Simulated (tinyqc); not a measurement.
Worked calculation (part 1 of 2): RKS/LDA (PW92) in the 6-31g basis, for H3+, spin multiplicity 1. Computed by tinyqc, a small Python program that keeps every step (integrals from PySCF). Settings: charge = 1, multiplicity = 1, basis = 6-31g, energy threshold = 1e-09, iteration cap = 65, orthogonalisation = symmetric, start = random, DIIS depth = 6, damping = 0.7, method = RKS, functional = lda,pw, grid = [40, 26]. Command: `OMP_NUM_THREADS=1 python tinyqc.py 27965 27966 out.jsonl` (the two numbers bound the seeds that draw the settings). One thread of a shared host (Intel(R) Xeon(R) Processor @ 2.60GHz), about 0.6 s of CPU time with the checks. Later iterations appear only in the table of the cycle.

## One-electron integrals

Geometry (angstrom):
```
atom         x         y         z
H     0.000000  0.000000  0.000000
H     0.000000  0.000000  1.532000
H     0.000000  1.460000  0.766000
```

Basis 6-31g: exponents (1/bohr^2) and contraction coefficients of normalised primitives:
```
element  l (shell)   exponent  coefficient
H            s (1)  18.731137     0.033495
H            s (1)   2.825394     0.234727
H            s (1)   0.640122     0.813757
H            s (2)   0.161278     1.000000
```

Overlap, kinetic and nuclear-attraction integrals over the contracted functions; the nuclear repulsion is the sum of Za Zb / Rab.

nuclear repulsion = 0.98733158 hartree

overlap S, order 1H 1s, 1H 2s, 2H 1s, 2H 2s, 3H 1s, 3H 2s:
$$\begin{pmatrix}
1.000000 & 0.658292 & 0.048644 & 0.219040 & 0.031301 & 0.184102 \\
0.658292 & 1.000000 & 0.219040 & 0.508716 & 0.184102 & 0.457126 \\
0.048644 & 0.219040 & 1.000000 & 0.658292 & 0.031301 & 0.184102 \\
0.219040 & 0.508716 & 0.658292 & 1.000000 & 0.184102 & 0.457126 \\
0.031301 & 0.184102 & 0.031301 & 0.184102 & 1.000000 & 0.658292 \\
0.184102 & 0.457126 & 0.184102 & 0.457126 & 0.658292 & 1.000000
\end{pmatrix}$$

kinetic energy T (hartree), order 1H 1s, 1H 2s, 2H 1s, 2H 2s, 3H 1s, 3H 2s:
$$\begin{pmatrix}
1.395678 & 0.259735 & -0.044463 & 0.022870 & -0.036767 & 0.010839 \\
0.259735 & 0.241917 & 0.022870 & 0.067616 & 0.010839 & 0.052875 \\
-0.044463 & 0.022870 & 1.395678 & 0.259735 & -0.036767 & 0.010839 \\
0.022870 & 0.067616 & 0.259735 & 0.241917 & 0.010839 & 0.052875 \\
-0.036767 & 0.010839 & -0.036767 & 0.010839 & 1.395678 & 0.259735 \\
0.010839 & 0.052875 & 0.010839 & 0.052875 & 0.259735 & 0.241917
\end{pmatrix}$$

nuclear attraction V (hartree), order 1H 1s, 1H 2s, 2H 1s, 2H 2s, 3H 1s, 3H 2s:
$$\begin{pmatrix}
-2.319604 & -1.180915 & -0.085752 & -0.393307 & -0.052957 & -0.327878 \\
-1.180915 & -1.296339 & -0.393307 & -0.710150 & -0.324260 & -0.633935 \\
-0.085752 & -0.393307 & -2.319604 & -1.180915 & -0.052957 & -0.327878 \\
-0.393307 & -0.710150 & -1.180915 & -1.296339 & -0.324260 & -0.633935 \\
-0.052957 & -0.324260 & -0.052957 & -0.324260 & -2.295146 & -1.164849 \\
-0.327878 & -0.633935 & -0.327878 & -0.633935 & -1.164849 & -1.274850
\end{pmatrix}$$

core Hamiltonian H = T + V (hartree), order 1H 1s, 1H 2s, 2H 1s, 2H 2s, 3H 1s, 3H 2s:
$$\begin{pmatrix}
-0.923925 & -0.921180 & -0.130214 & -0.370437 & -0.089724 & -0.317038 \\
-0.921180 & -1.054422 & -0.370437 & -0.642534 & -0.313421 & -0.581059 \\
-0.130214 & -0.370437 & -0.923925 & -0.921180 & -0.089724 & -0.317038 \\
-0.370437 & -0.642534 & -0.921180 & -1.054422 & -0.313421 & -0.581059 \\
-0.089724 & -0.313421 & -0.089724 & -0.313421 & -0.899468 & -0.905114 \\
-0.317038 & -0.581059 & -0.317038 & -0.581059 & -0.905114 & -1.032934
\end{pmatrix}$$

## Two-electron integrals

Functions are numbered as in S; the eight-fold symmetry (ij|kl) = (ji|kl) = (kl|ij) leaves the list below.

Two-electron integrals (ij|kl) in chemists' order, unique and non-zero (hartree):
```
(11|11) 1.076566   (21|11) 0.578470   (21|21) 0.329423   (22|11) 0.587396
(22|21) 0.361304   (22|22) 0.453150   (31|11) 0.031287   (31|21) 0.019184
(31|22) 0.023600   (31|31) 0.002125   (32|11) 0.091871   (32|21) 0.059442
(32|22) 0.083031   (32|31) 0.007538   (32|32) 0.035797   (33|11) 0.345246
(33|21) 0.226783   (33|22) 0.333828   (33|31) 0.031287   (33|32) 0.180780
(33|33) 1.076566   (41|11) 0.180780   (41|21) 0.104433   (41|22) 0.117181
(41|31) 0.007538   (41|32) 0.023892   (41|33) 0.091871   (41|41) 0.035797
(42|11) 0.250602   (42|21) 0.157373   (42|22) 0.206992   (42|31) 0.014161
(42|32) 0.057132   (42|33) 0.250602   (42|41) 0.057132   (42|42) 0.117272
(43|11) 0.226783   (43|21) 0.148526   (43|22) 0.216687   (43|31) 0.019184
(43|32) 0.104433   (43|33) 0.578470   (43|41) 0.059442   (43|42) 0.157373
(43|43) 0.329423   (44|11) 0.333828   (44|21) 0.216687   (44|22) 0.310829
(44|31) 0.023600   (44|32) 0.117181   (44|33) 0.587396   (44|41) 0.083031
(44|42) 0.206992   (44|43) 0.361304   (44|44) 0.453150   (51|11) 0.019082
(51|21) 0.011822   (51|22) 0.014817   (51|31) 0.000898   (51|32) 0.003097
(51|33) 0.012096   (51|41) 0.004155   (51|42) 0.007522   (51|43) 0.007909
(51|44) 0.011357   (51|51) 0.000878   (52|11) 0.072224   (52|21) 0.046956
(52|22) 0.066633   (52|31) 0.003859   (52|32) 0.015577   (52|33) 0.064916
(52|41) 0.016727   (52|42) 0.036365   (52|43) 0.042463   (52|44) 0.061642
(52|51) 0.003990   (52|52) 0.025224   (53|11) 0.012096   (53|21) 0.007909
(53|22) 0.011357   (53|31) 0.000898   (53|32) 0.004155   (53|33) 0.019082
(53|41) 0.003097   (53|42) 0.007522   (53|43) 0.011822   (53|44) 0.014817
(53|51) 0.000605   (53|52) 0.003581   (53|53) 0.000878   (54|11) 0.064916
(54|21) 0.042463   (54|22) 0.061642   (54|31) 0.003859   (54|32) 0.016727
(54|33) 0.072224   (54|41) 0.015577   (54|42) 0.036365   (54|43) 0.046956
(54|44) 0.066633   (54|51) 0.003581   (54|52) 0.024264   (54|53) 0.003990
(54|54) 0.025224   (55|11) 0.320896   (55|21) 0.211017   (55|22) 0.313824
(55|31) 0.017548   (55|32) 0.075184   (55|33) 0.320896   (55|41) 0.075184
(55|42) 0.176500   (55|43) 0.211017   (55|44) 0.313824   (55|51) 0.019082
(55|52) 0.150471   (55|53) 0.019082   (55|54) 0.150471   (55|55) 1.076566
(61|11) 0.150471   (61|21) 0.087113   (61|22) 0.098092   (61|31) 0.005639
(61|32) 0.017844   (61|33) 0.068405   (61|41) 0.028734   (61|42) 0.045238
(61|43) 0.044638   (61|44) 0.064148   (61|51) 0.003990   (61|52) 0.016096
(61|53) 0.002651   (61|54) 0.014448   (61|55) 0.072224   (61|61) 0.025224
(62|11) 0.219541   (62|21) 0.138244   (62|22) 0.183020   (62|31) 0.010504
(62|32) 0.040105   (62|33) 0.167251   (62|41) 0.047423   (62|42) 0.093105
(62|43) 0.107915   (62|44) 0.152109   (62|51) 0.008184   (62|52) 0.042721
(62|53) 0.006923   (62|54) 0.040402   (62|55) 0.219541   (62|61) 0.042721
(62|62) 0.094692   (63|11) 0.068405   (63|21) 0.044638   (63|22) 0.064148
(63|31) 0.005639   (63|32) 0.028734   (63|33) 0.150471   (63|41) 0.017844
(63|42) 0.045238   (63|43) 0.087113   (63|44) 0.098092   (63|51) 0.002651
(63|52) 0.014448   (63|53) 0.003990   (63|54) 0.016096   (63|55) 0.072224
(63|61) 0.013928   (63|62) 0.034110   (63|63) 0.025224   (64|11) 0.167251
(64|21) 0.107915   (64|22) 0.152109   (64|31) 0.010504   (64|32) 0.047423
(64|33) 0.219541   (64|41) 0.040105   (64|42) 0.093105   (64|43) 0.138244
(64|44) 0.183020   (64|51) 0.006923   (64|52) 0.040402   (64|53) 0.008184
(64|54) 0.042721   (64|55) 0.219541   (64|61) 0.034110   (64|62) 0.085025
(64|63) 0.042721   (64|64) 0.094692   (65|11) 0.211017   (65|21) 0.138495
(65|22) 0.204386   (65|31) 0.011505   (65|32) 0.049234   (65|33) 0.211017
(65|41) 0.049234   (65|42) 0.114295   (65|43) 0.138495   (65|44) 0.204386
(65|51) 0.011822   (65|52) 0.087113   (65|53) 0.011822   (65|54) 0.087113
(65|55) 0.578470   (65|61) 0.046956   (65|62) 0.138244   (65|63) 0.046956
(65|64) 0.138244   (65|65) 0.329423   (66|11) 0.313824   (66|21) 0.204386
(66|22) 0.296306   (66|31) 0.016757   (66|32) 0.071832   (66|33) 0.313824
(66|41) 0.071832   (66|42) 0.162788   (66|43) 0.204386   (66|44) 0.296306
(66|51) 0.014817   (66|52) 0.098092   (66|53) 0.014817   (66|54) 0.098092
(66|55) 0.587396   (66|61) 0.066633   (66|62) 0.183020   (66|63) 0.066633
(66|64) 0.183020   (66|65) 0.361304   (66|66) 0.453150
```

## Orthogonalisation

S = U s U^T; symmetric (Loewdin) form X = U s^(-1/2) U^T, so that X^T S X = 1.

eigenvalues of S: [0.225479, 0.238996, 0.374211, 1.217162, 1.294727, 2.649425]

X, order 1H 1s, 1H 2s, 2H 1s, 2H 2s, 3H 1s, 3H 2s:
$$\begin{pmatrix}
1.261090 & -0.514546 & 0.033161 & 0.016770 & 0.028568 & 0.025209 \\
-0.514546 & 1.480186 & 0.016770 & -0.304244 & 0.021057 & -0.252491 \\
0.033161 & 0.016770 & 1.261090 & -0.514546 & 0.028568 & 0.025209 \\
0.016770 & -0.304244 & -0.514546 & 1.480186 & 0.021057 & -0.252491 \\
0.028568 & 0.021057 & 0.028568 & 0.021057 & 1.259597 & -0.509643 \\
0.025209 & -0.252491 & 0.025209 & -0.252491 & -0.509643 & 1.443651
\end{pmatrix}$$

## Starting guess

The start is random orthonormal orbitals; D = 2 C_occ C_occ^T.

D at the start, order 1H 1s, 1H 2s, 2H 1s, 2H 2s, 3H 1s, 3H 2s:
$$\begin{pmatrix}
0.209272 & -0.813026 & -0.477135 & 0.436410 & -0.199699 & 0.443413 \\
-0.813026 & 3.158623 & 1.853678 & -1.695463 & 0.775837 & -1.722670 \\
-0.477135 & 1.853678 & 1.087855 & -0.995004 & 0.455310 & -1.010971 \\
0.436410 & -1.695463 & -0.995004 & 0.910078 & -0.416448 & 0.924682 \\
-0.199699 & 0.775837 & 0.455310 & -0.416448 & 0.190565 & -0.423131 \\
0.443413 & -1.722670 & -1.010971 & 0.924682 & -0.423131 & 0.939521
\end{pmatrix}$$

## Iteration 1: exchange-correlation on the grid

Becke grid with 40 radial and 26 angular points per atom, points of zero weight dropped. rho = sum D_ij phi_i phi_j; V_xc,ij = sum w v_xc phi_i phi_j; v_xc is d(rho eps)/d rho.

The 12 grid points with the largest w rho, of 3100 (bohr, atomic units):
```
x                  y          z         w       rho     eps_xc       v_xc
0.000000    0.000000  -2.212566  0.780167  0.016793  -0.230100  -0.299590
0.000000    0.000000  -2.492498  1.093215  0.011877  -0.207278  -0.269716
0.000000    0.000000  -1.958837  0.554651  0.021179  -0.246818  -0.321495
0.000000    0.000000  -2.802009  1.529741  0.007379  -0.179632  -0.233578
0.000000   -1.564520  -1.564520  0.624162  0.017262  -0.232024  -0.302110
0.000000   -1.762462  -1.762462  0.874643  0.012187  -0.208891  -0.271827
0.000000   -2.212566   0.000000  0.769964  0.013346  -0.214692  -0.279417
0.000000   -2.492498   0.000000  1.070807  0.009395  -0.193155  -0.251248
1.564520    0.000000  -1.564520  0.623995  0.015712  -0.225526  -0.293599
-1.564520   0.000000  -1.564520  0.623995  0.015712  -0.225526  -0.293599
1.762462    0.000000  -1.762462  0.874241  0.011174  -0.203500  -0.264775
-1.762462   0.000000  -1.762462  0.874241  0.011174  -0.203500  -0.264775
```

electrons on the grid, sum of w rho = 2.012214

E_xc = sum of w rho eps_xc = -0.47281820 hartree

V_xc (hartree), order 1H 1s, 1H 2s, 2H 1s, 2H 2s, 3H 1s, 3H 2s:
$$\begin{pmatrix}
-0.199903 & -0.146829 & -0.012505 & -0.046035 & -0.004913 & -0.036025 \\
-0.146829 & -0.223928 & -0.068814 & -0.105369 & -0.028666 & -0.079520 \\
-0.012505 & -0.068814 & -0.449247 & -0.210767 & -0.005935 & -0.053580 \\
-0.046035 & -0.105369 & -0.210767 & -0.201291 & -0.031248 & -0.086115 \\
-0.004913 & -0.028666 & -0.005935 & -0.031248 & -0.190331 & -0.111254 \\
-0.036025 & -0.079520 & -0.053580 & -0.086115 & -0.111254 & -0.164704
\end{pmatrix}$$

## Iteration 1: building the Kohn-Sham matrix

J_ij = sum D_kl (ij|kl); F = H + J + V_xc; E = tr D H + tr D J / 2 + E_xc + E_nn.

Coulomb J (hartree), order 1H 1s, 1H 2s, 2H 1s, 2H 2s, 3H 1s, 3H 2s:
$$\begin{pmatrix}
0.773735 & 0.499822 & 0.041134 & 0.168736 & 0.021819 & 0.136581 \\
0.499822 & 0.696998 & 0.193146 & 0.368574 & 0.117103 & 0.301591 \\
0.041134 & 0.193146 & 0.999994 & 0.576761 & 0.023914 & 0.158326 \\
0.168736 & 0.368574 & 0.576761 & 0.701493 & 0.119656 & 0.309985 \\
0.021819 & 0.117103 & 0.023914 & 0.119656 & 0.612199 & 0.397086 \\
0.136581 & 0.301591 & 0.158326 & 0.309985 & 0.397086 & 0.576862
\end{pmatrix}$$

Kohn-Sham matrix F (hartree), order 1H 1s, 1H 2s, 2H 1s, 2H 2s, 3H 1s, 3H 2s:
$$\begin{pmatrix}
-0.350093 & -0.568187 & -0.101585 & -0.247736 & -0.072819 & -0.216482 \\
-0.568187 & -0.581351 & -0.246105 & -0.379329 & -0.224985 & -0.358988 \\
-0.101585 & -0.246105 & -0.373179 & -0.555186 & -0.071745 & -0.212292 \\
-0.247736 & -0.379329 & -0.555186 & -0.554220 & -0.225012 & -0.357189 \\
-0.072819 & -0.224985 & -0.071745 & -0.225012 & -0.477600 & -0.619282 \\
-0.216482 & -0.358988 & -0.212292 & -0.357189 & -0.619282 & -0.620776
\end{pmatrix}$$

total energy of this density = 0.33174033 hartree

This density is the starting one.

## Iteration 1: diagonalisation and new density

Diagonalise F' = X^T F X, C = X C', fill 1 alpha and 1 beta electrons from the bottom; D = 2 C_occ C_occ^T; the new density keeps 0.7 of the old one (damping). Each column has its largest component positive (the first on a tie).

F' = X^T F X (hartree):
$$\begin{pmatrix}
0.015711 & -0.495712 & 0.027307 & -0.054531 & 0.035812 & -0.040004 \\
-0.495712 & -0.176845 & -0.055873 & -0.084677 & -0.045872 & -0.079787 \\
0.027307 & -0.055873 & -0.030277 & -0.475134 & 0.034448 & -0.036399 \\
-0.054531 & -0.084677 & -0.475134 & -0.145784 & -0.045368 & -0.087490 \\
0.035812 & -0.045872 & 0.034448 & -0.045368 & -0.133861 & -0.484071 \\
-0.040004 & -0.079787 & -0.036399 & -0.087490 & -0.484071 & -0.228518
\end{pmatrix}$$

orbital energies (hartree): MO1 -0.780457, MO2 -0.568168, MO3 -0.486006, MO4 0.300924, MO5 0.372071, MO6 0.462062

coefficients C, order 1H 1s, 1H 2s, 2H 1s, 2H 2s, 3H 1s, 3H 2s:
$$\begin{pmatrix}
0.190361 & -0.236056 & -0.287447 & 0.223486 & 0.691604 & 1.074751 \\
0.236480 & -0.446563 & -0.630461 & -0.425866 & -0.963654 & -0.921919 \\
0.191654 & -0.211565 & 0.367179 & 0.177985 & -1.046580 & 0.717369 \\
0.191926 & -0.300923 & 0.669178 & -0.383664 & 1.281292 & -0.498651 \\
0.306094 & 0.371427 & -0.027777 & -1.221733 & -0.044770 & 0.348971 \\
0.375189 & 0.603602 & -0.032395 & 1.401206 & -0.030499 & -0.046674
\end{pmatrix}$$

D after iteration 1, order 1H 1s, 1H 2s, 2H 1s, 2H 2s, 3H 1s, 3H 2s:
$$\begin{pmatrix}
0.168233 & -0.542108 & -0.312104 & 0.327408 & -0.104829 & 0.353242 \\
-0.542108 & 2.244590 & 1.324768 & -1.159592 & 0.586517 & -1.152635 \\
-0.312104 & 1.324768 & 0.783537 & -0.674433 & 0.353915 & -0.664536 \\
0.327408 & -1.159592 & -0.674433 & 0.659156 & -0.256265 & 0.690483 \\
-0.104829 & 0.586517 & 0.353915 & -0.256265 & 0.189612 & -0.227286 \\
0.353242 & -1.152635 & -0.664536 & 0.690483 & -0.227286 & 0.742125
\end{pmatrix}$$

## Iteration 2: exchange-correlation on the grid

As before.

The 12 grid points with the largest w rho, of 3100 (bohr, atomic units):
```
x                  y          z         w       rho     eps_xc       v_xc
0.000000    0.000000  -2.212566  0.780167  0.012152  -0.208712  -0.271593
0.000000    0.000000  -2.492498  1.093215  0.008535  -0.187659  -0.244065
0.000000    0.000000  -1.958837  0.554651  0.015507  -0.224634  -0.292432
0.000000    0.000000  -2.802009  1.529741  0.005281  -0.162476  -0.211184
0.000000   -1.564520  -1.564520  0.624162  0.012448  -0.210229  -0.273577
0.000000   -1.762462  -1.762462  0.874643  0.008733  -0.188956  -0.245760
0.000000   -2.212566   0.000000  0.769964  0.009810  -0.195685  -0.254555
0.000000   -2.492498   0.000000  1.070807  0.006844  -0.175617  -0.228334
-1.564520   0.000000  -1.564520  0.623995  0.011435  -0.204924  -0.266636
1.564520    0.000000  -1.564520  0.623995  0.011435  -0.204924  -0.266636
0.000000    0.000000  -1.728621  0.391990  0.018022  -0.235062  -0.306089
0.000000   -1.385107  -1.385107  0.443732  0.015898  -0.226327  -0.294648
```

electrons on the grid, sum of w rho = 2.009082

E_xc = sum of w rho eps_xc = -0.44353516 hartree

V_xc (hartree), order 1H 1s, 1H 2s, 2H 1s, 2H 2s, 3H 1s, 3H 2s:
$$\begin{pmatrix}
-0.294368 & -0.184321 & -0.014470 & -0.060014 & -0.008372 & -0.049689 \\
-0.184321 & -0.246164 & -0.072335 & -0.123186 & -0.052129 & -0.107809 \\
-0.014470 & -0.072335 & -0.436457 & -0.217700 & -0.008893 & -0.059081 \\
-0.060014 & -0.123186 & -0.217700 & -0.224239 & -0.053138 & -0.110121 \\
-0.008372 & -0.052129 & -0.008893 & -0.053138 & -0.336154 & -0.190282 \\
-0.049689 & -0.107809 & -0.059081 & -0.110121 & -0.190282 & -0.225858
\end{pmatrix}$$

## Iteration 2: building the Kohn-Sham matrix

As before.

Coulomb J (hartree), order 1H 1s, 1H 2s, 2H 1s, 2H 2s, 3H 1s, 3H 2s:
$$\begin{pmatrix}
0.812204 & 0.517965 & 0.042682 & 0.177069 & 0.025187 & 0.146613 \\
0.517965 & 0.710520 & 0.193312 & 0.380500 & 0.140559 & 0.329602 \\
0.042682 & 0.193312 & 0.964244 & 0.568302 & 0.026557 & 0.160973 \\
0.177069 & 0.380500 & 0.568302 & 0.710362 & 0.142199 & 0.334691 \\
0.025187 & 0.140559 & 0.026557 & 0.142199 & 0.769508 & 0.482274 \\
0.146613 & 0.329602 & 0.160973 & 0.334691 & 0.482274 & 0.656115
\end{pmatrix}$$

Kohn-Sham matrix F (hartree), order 1H 1s, 1H 2s, 2H 1s, 2H 2s, 3H 1s, 3H 2s:
$$\begin{pmatrix}
-0.406089 & -0.587536 & -0.102003 & -0.253382 & -0.072909 & -0.220114 \\
-0.587536 & -0.590066 & -0.249459 & -0.385221 & -0.224991 & -0.359266 \\
-0.102003 & -0.249459 & -0.396139 & -0.570577 & -0.072060 & -0.215146 \\
-0.253382 & -0.385221 & -0.570577 & -0.568299 & -0.224361 & -0.356489 \\
-0.072909 & -0.224991 & -0.072060 & -0.224361 & -0.466113 & -0.613122 \\
-0.220114 & -0.359266 & -0.215146 & -0.356489 & -0.613122 & -0.602677
\end{pmatrix}$$

total energy of this density = -0.12296058 hartree

This density is a damped mixture and is not idempotent.

## Iteration 2: DIIS over 2 matrices

error matrix X^T (FDS - SDF) X:
$$\begin{pmatrix}
0.000000 & -0.350204 & -0.239506 & 0.101426 & -0.052867 & 0.161176 \\
0.350204 & 0.000000 & -0.143347 & 0.308779 & -0.185907 & 0.106613 \\
0.239506 & 0.143347 & 0.000000 & 0.166654 & -0.109758 & 0.000031 \\
-0.101426 & -0.308779 & -0.166654 & 0.000000 & 0.011480 & 0.112519 \\
0.052867 & 0.185907 & 0.109758 & -0.011480 & 0.000000 & -0.077420 \\
-0.161176 & -0.106613 & -0.000031 & -0.112519 & 0.077420 & 0.000000
\end{pmatrix}$$

B (overlaps of the stored error matrices):
$$\begin{pmatrix}
1.7720942e+00 & 1.2472275e+00 \\
1.2472275e+00 & 8.7898543e-01
\end{pmatrix}$$

Minimise |sum c_i e_i|^2 with sum c_i = 1: solve [B -1; -1 0][c; lambda] = [0; -1] with B_ij = tr e_i^T e_j, and take F = sum c_i F_i.

DIIS coefficients: [-2.351113, 3.351113]

extrapolated F (hartree), order 1H 1s, 1H 2s, 2H 1s, 2H 2s, 3H 1s, 3H 2s:
$$\begin{pmatrix}
-0.537742 & -0.633028 & -0.102986 & -0.266659 & -0.073122 & -0.228653 \\
-0.633028 & -0.610557 & -0.257346 & -0.399074 & -0.225004 & -0.359919 \\
-0.102986 & -0.257346 & -0.450120 & -0.606765 & -0.072801 & -0.221857 \\
-0.266659 & -0.399074 & -0.606765 & -0.601399 & -0.222829 & -0.354844 \\
-0.073122 & -0.225004 & -0.072801 & -0.222829 & -0.439106 & -0.598640 \\
-0.228653 & -0.359919 & -0.221857 & -0.354844 & -0.598640 & -0.560126
\end{pmatrix}$$

## Iteration 2: diagonalisation and new density

As before.

F' = X^T F X (hartree):
$$\begin{pmatrix}
-0.207333 & -0.482420 & 0.027810 & -0.058084 & 0.036449 & -0.043485 \\
-0.482420 & -0.182666 & -0.051566 & -0.090863 & -0.046501 & -0.090077 \\
0.027810 & -0.051566 & -0.098818 & -0.495247 & 0.036246 & -0.042260 \\
-0.058084 & -0.090863 & -0.495247 & -0.180154 & -0.045123 & -0.083871 \\
0.036449 & -0.046501 & 0.036246 & -0.045123 & -0.083363 & -0.510231 \\
-0.043485 & -0.090077 & -0.042260 & -0.083871 & -0.510231 & -0.130206
\end{pmatrix}$$

orbital energies (hartree): MO1 -0.814105, MO2 -0.578779, MO3 -0.558304, MO4 0.284100, MO5 0.355679, MO6 0.428868

coefficients C, order 1H 1s, 1H 2s, 2H 1s, 2H 2s, 3H 1s, 3H 2s:
$$\begin{pmatrix}
0.330805 & 0.447885 & -0.062765 & -1.162510 & -0.288477 & 0.330633 \\
0.298096 & 0.558474 & -0.122620 & 1.466975 & 0.209087 & -0.034999 \\
0.236838 & -0.196649 & 0.382092 & 0.347536 & -1.067165 & 0.597960 \\
0.252564 & -0.312462 & 0.598617 & -0.649532 & 1.236424 & -0.377292 \\
0.212655 & -0.295623 & -0.361168 & 0.095899 & 0.580836 & 1.113200 \\
0.190679 & -0.390532 & -0.508717 & -0.293383 & -0.918578 & -1.046476
\end{pmatrix}$$

D after iteration 2, order 1H 1s, 1H 2s, 2H 1s, 2H 2s, 3H 1s, 3H 2s:
$$\begin{pmatrix}
0.183422 & -0.320309 & -0.171465 & 0.279315 & -0.031172 & 0.285116 \\
-0.320309 & 1.624530 & 0.969698 & -0.766541 & 0.448597 & -0.772740 \\
-0.171465 & 0.969698 & 0.582131 & -0.436213 & 0.277960 & -0.438079 \\
0.279315 & -0.766541 & -0.436213 & 0.499682 & -0.147160 & 0.512233 \\
-0.031172 & 0.448597 & 0.277960 & -0.147160 & 0.159862 & -0.134771 \\
0.285116 & -0.772740 & -0.438079 & 0.512233 & -0.134771 & 0.541302
\end{pmatrix}$$
